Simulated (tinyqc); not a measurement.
Plane-wave Kohn-Sham cycle with exchange-only LDA in a layered model solid, step by step. One step of it, computed by the program tinyqc.

Task: Iteration 1: levels at that k. Diagonalise the Hermitian matrix.

H (hartree):
```
           -2         -1         +0         +1         +2
-2   0.690188  -0.135000   0.000000   0.000000   0.000000
-1  -0.135000  -0.024914  -0.135000   0.000000   0.000000
+0   0.000000  -0.135000  -0.263282  -0.135000   0.000000
+1   0.000000   0.000000  -0.135000  -0.024914  -0.135000
+2   0.000000   0.000000   0.000000  -0.135000   0.690188
```

Give: eigenvalues.

Result:

eigenvalues (hartree): -0.3733  -0.0496  0.0592  0.7148  0.7161
